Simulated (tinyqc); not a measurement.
# Schottky barrier on an n-type semiconductor, non-linear Poisson equation by Newton steps, step by step

Computed by the program tinyqc: `OMP_NUM_THREADS=1 python tinyqc.py 2020003 2020004 out.jsonl`, one thread of a shared Intel Xeon 2.30GHz, about 0.04 s for the whole run. Printed values are rounded.

One dimension, metal at x = 0, donor density C(x) = Nd, uniform. Energies are counted from the electron Fermi level of the semiconductor and the conduction-band edge is Ec = -psi, so n = Nc exp(psi/Vt); holes follow the Fermi level of the metal, at -V, so p = Nv exp((V - psi - Eg)/Vt). Ends: psi(0) = V - phiB and psi = Vt ln(Nd/Nc) deep inside. Boltzmann statistics, full ionisation, no current, no image force in the Poisson equation.

Values chosen for this exercise; band and dielectric values those of a made-up semiconductor:

| symbol | value | unit | meaning |
|---|---|---|---|
| T | 325 | K | temperature |
| Eg | 1.16 | eV | band gap |
| eps_r | 14 |  | relative permittivity |
| Nc | 3.99e19 | cm^-3 | conduction-band density of states at T |
| Nv | 3.01e19 | cm^-3 | valence-band density of states at T |
| Nd | 3.3e15 | cm^-3 | donor density deep in the semiconductor |
| phiB | 0.71 | eV | barrier height |
| V | 0.19 | V | bias of the metal against the semiconductor |

Constants: q = 1.602176634e-19 C, kB = 1.380649e-23 J/K, Vt = kB T/q, eps0 = 8.8541878128e-14 F/cm where lengths are in cm. Results are converted to the units shown.

## End potentials, built-in voltage, Debye length

psi_0 = V - phiB, psi_b = Vt ln(Nd/Nc), Vbi = phiB - Vt ln(Nc/Nd), LD = sqrt(eps0 eps_r Vt/(q Nd)), W = sqrt(2 eps0 eps_r (Vbi - V)/(q Nd)), hole density at the metal p_0 = Nv exp((phiB - Eg)/Vt).

psi_0 = -0.52 V
psi_b = -0.2632654 V
Vbi = 0.4467346 V
LD = 81.03159 nm
W for uniform Nd = 346.9632 nm
p_0 = 3.165280e12 cm^-3

The hole density at the metal is 9.6e-4 times Nd, so holes hardly matter.

## Doping on the mesh

| node | x (nm) |
|---|---|
| 0 | 0 |
| 1 | 28 |
| 2 | 60.2 |
| 3 | 97.1 |
| 4 | 140 |
| 5 | 188 |
| 6 | 244 |
| 7 | 309 |
| 8 | 382 |
| 9 | 467 |
| 10 | 565 |
| 11 | 677 |
| 12 | 805 |
| 13 | 953 |
| 14 | 1120 |

C = Nd, uniform, taken at the nodes.

| node | donor density C (cm^-3) |
|---|---|
| 0 | 3.3e15 |
| 1 | 3.3e15 |
| 2 | 3.3e15 |
| 3 | 3.3e15 |
| 4 | 3.3e15 |
| 5 | 3.3e15 |
| 6 | 3.3e15 |
| 7 | 3.3e15 |
| 8 | 3.3e15 |
| 9 | 3.3e15 |
| 10 | 3.3e15 |
| 11 | 3.3e15 |
| 12 | 3.3e15 |
| 13 | 3.3e15 |
| 14 | 3.3e15 |

## Couplings between neighbouring nodes

a_i = eps0 eps_r/h_i for the interval from node i to i + 1, with h_i = x_(i+1) - x_i in cm.

| interval | coupling a_i (F/cm^2) |
|---|---|
| 0 | 4.427094e-7 |
| 1 | 3.849647e-7 |
| 2 | 3.359312e-7 |
| 3 | 2.889479e-7 |
| 4 | 2.582471e-7 |
| 5 | 2.213547e-7 |
| 6 | 1.907056e-7 |
| 7 | 1.698063e-7 |
| 8 | 1.458337e-7 |
| 9 | 1.264884e-7 |
| 10 | 1.106773e-7 |
| 11 | 9.684268e-8 |
| 12 | 8.375583e-8 |
| 13 | 7.422672e-8 |

## Starting potential

The parabola psi_b - (psi_b - psi_0)(1 - x/W)^2 for x < W and psi_b beyond, with psi_0 = V - phiB, psi_b = Vt ln(Nd/Nc), W = sqrt(2 eps0 eps_r (psi_b - psi_0)/(q Nd)).

| node | psi at the start (V) |
|---|---|
| 0 | -0.5200000 |
| 1 | -0.4802349 |
| 2 | -0.4386391 |
| 3 | -0.3964096 |
| 4 | -0.3546144 |
| 5 | -0.3171557 |
| 6 | -0.2858744 |
| 7 | -0.2663390 |
| 8 | -0.2632654 |
| 9 | -0.2632654 |
| 10 | -0.2632654 |
| 11 | -0.2632654 |
| 12 | -0.2632654 |
| 13 | -0.2632654 |
| 14 | -0.2632654 |

## Iteration 1: densities, residual and Jacobian diagonal

n_i = Nc exp(psi_i/Vt), p_i = Nv exp((V - psi_i - Eg)/Vt), rho_i = p_i - n_i + C_i, g_i = (n_i + p_i)/Vt. Box widths w_i = (h_(i-1) + h_i)/2 in cm. Residual F_i = a_i (psi_(i+1) - psi_i) - a_(i-1) (psi_i - psi_(i-1)) + q rho_i w_i; Jacobian: a_(i-1) and a_i beside the diagonal, b_i = -a_(i-1) - a_i - q g_i w_i on it. The two end nodes are fixed.

| node | n (cm^-3) | p (cm^-3) |
|---|---|---|
| 0 | 3.446099e11 | 3.165280e12 |
| 1 | 1.425494e12 | 7.651994e11 |
| 2 | 6.294952e12 | 1.732796e11 |
| 3 | 2.843451e13 | 3.836137e10 |
| 4 | 1.264631e14 | 8.625336e9 |
| 5 | 4.817660e14 | 2.264143e9 |
| 6 | 1.472027e15 | 7.410102e8 |
| 7 | 2.957005e15 | 3.688823e8 |
| 8 | 3.3e15 | 3.305415e8 |
| 9 | 3.3e15 | 3.305415e8 |
| 10 | 3.3e15 | 3.305415e8 |
| 11 | 3.3e15 | 3.305415e8 |
| 12 | 3.3e15 | 3.305415e8 |
| 13 | 3.3e15 | 3.305415e8 |
| 14 | 3.3e15 | 3.305415e8 |

| node | residual F (C/cm^2) | diagonal b (F/cm^2) |
|---|---|---|
| 1 | -3.184303e-13 | -8.277118e-7 |
| 2 | -3.388664e-12 | -7.210238e-7 |
| 3 | -1.815276e-11 | -6.255290e-7 |
| 4 | -9.208280e-11 | -5.504834e-7 |
| 5 | -4.013727e-10 | -4.939335e-7 |
| 6 | -1.426860e-9 | -4.630081e-7 |
| 7 | -2.824424e-9 | -4.772346e-7 |
| 8 | -5.219116e-10 | -4.647804e-7 |
| 9 | 4.845710e-16 | -4.450606e-7 |
| 10 | 5.560651e-16 | -4.353903e-7 |
| 11 | 6.355030e-16 | -4.340624e-7 |
| 12 | 7.308284e-16 | -4.411222e-7 |
| 13 | 8.340976e-16 | -4.553194e-7 |

## Iteration 1: Newton step

Solve the tridiagonal system a_(i-1) d_(i-1) + b_i d_i + a_i d_(i+1) = -F_i for nodes 1 to 13, with d = 0 on fixed nodes. Each component d is damped to sign(d) Vt ln(1 + |d|/Vt) before it is added.

| node | Newton step d, before damping (V) |
|---|---|
| 1 | -0.00192643 |
| 2 | -0.00414118 |
| 3 | -0.00667070 |
| 4 | -0.00956370 |
| 5 | -0.01256583 |
| 6 | -0.01506864 |
| 7 | -0.01451733 |
| 8 | -0.00724398 |
| 9 | -0.00260444 |
| 10 | -0.00081209 |
| 11 | -0.00021813 |
| 12 | -0.00004962 |
| 13 | -0.00000913 |

| node | psi after iteration 1 (V) |
|---|---|
| 0 | -0.5200000 |
| 1 | -0.4820980 |
| 2 | -0.4425013 |
| 3 | -0.4023930 |
| 4 | -0.3628420 |
| 5 | -0.3275363 |
| 6 | -0.2979315 |
| 7 | -0.2780352 |
| 8 | -0.2697081 |
| 9 | -0.2657558 |
| 10 | -0.2640659 |
| 11 | -0.2634827 |
| 12 | -0.2633150 |
| 13 | -0.2632745 |
| 14 | -0.2632654 |

## Course of the Newton iteration

Stop when the largest undamped |d| is below 1e-9 V, or after 80 iterations.

Course of the iteration:

| iteration | largest \|F\| (C/cm^2) | largest \|d\| (V) | at node |
|---|---|---|---|
| 1 | 2.82e-9 | 0.0151 | 6 |
| 2 | 8.85e-10 | 5.34e-3 | 6 |
| 3 | 1.18e-10 | 6.85e-4 | 6 |
| 4 | 2.19e-12 | 1.16e-5 | 6 |
| 5 | 6.71e-16 | 3.34e-9 | 6 |
| 6 | < 1e-21 | < 1e-14 | 6 |

Converged in 6 iterations. Once the step is below 0.1 Vt, 3 more iteration(s) reach the threshold: near the solution the error is roughly squared each time.

## Converged densities, field and barrier lowering

| node | converged psi (V) |
|---|---|
| 0 | -0.5200000 |
| 1 | -0.4824652 |
| 2 | -0.4434335 |
| 3 | -0.4041341 |
| 4 | -0.3656978 |
| 5 | -0.3317573 |
| 6 | -0.3035040 |
| 7 | -0.2834963 |
| 8 | -0.2720776 |
| 9 | -0.2665137 |
| 10 | -0.2642875 |
| 11 | -0.2635407 |
| 12 | -0.2633281 |
| 13 | -0.2632769 |
| 14 | -0.2632654 |

n and p as above; E_i = -(psi_(i+1) - psi_i)/h_i; at the metal |E_0| = |E on interval 0| + q rho_0 (h_0/2)/(eps0 eps_r), rho_0 = p_0 - n_0 + C_0; image-force lowering dphi = sqrt(q |E_0|/(4 pi eps0 eps_r)).

| node | n (cm^-3) | p (cm^-3) |
|---|---|---|
| 0 | 3.446099e11 | 3.165280e12 |
| 1 | 1.316377e12 | 8.286277e11 |
| 2 | 5.304501e12 | 2.056342e11 |
| 3 | 2.158048e13 | 5.054506e10 |
| 4 | 8.513205e13 | 1.281288e10 |
| 5 | 2.860283e14 | 3.813563e9 |
| 6 | 7.843923e14 | 1.390614e9 |
| 7 | 1.602481e15 | 6.806862e8 |
| 8 | 2.409145e15 | 4.527692e8 |
| 9 | 2.938608e15 | 3.711916e8 |
| 10 | 3.181740e15 | 3.428271e8 |
| 11 | 3.267721e15 | 3.338066e8 |
| 12 | 3.292624e15 | 3.312819e8 |
| 13 | 3.298642e15 | 3.306775e8 |
| 14 | 3.3e15 | 3.305415e8 |

| interval | field E (kV/cm) |
|---|---|
| 0 | -13.40529 |
| 1 | -12.12163 |
| 2 | -10.65025 |
| 3 | -8.95951 |
| 4 | -7.07094 |
| 5 | -5.04523 |
| 6 | -3.07811 |
| 7 | -1.56421 |
| 8 | -0.65457 |
| 9 | -0.22717 |
| 10 | -0.06668 |
| 11 | -0.01661 |
| 12 | -0.00346 |
| 13 | -0.00069 |

|E_0| at the metal = 14.00294 kV/cm
image-force lowering = 12.00111 mV

A mesh of about 1000 nodes or more gives |E_0| = 13.97 kV/cm; the 15-node value is 0.24 % above it.

## Check against the first integral

First integral for uniform doping: E_0^2 = (2 q/(eps0 eps_r)) [Nd (U - Vt + Vt exp(-U/Vt)) + Vt p_0], U = Vbi - V, Vbi = phiB - Vt ln(Nc/Nd), p_0 = Nv exp((phiB - Eg)/Vt) (deep holes neglected). Image-force lowering dphi = sqrt(q E_0/(4 pi eps0 eps_r)), at x_m = sqrt(q/(16 pi eps0 eps_r E_0)). Depletion approximation: E = sqrt(2 q Nd U/(eps0 eps_r)).

E_0 = 13.96938 kV/cm
dphi = 11.98672 mV
x_m = 4.290357 nm
field in the depletion approximation = 14.79895 kV/cm

The depletion approximation is 5.9 % above the exact field. The lowering is 0.43 Vt, a factor of 1.53 in a thermionic current.
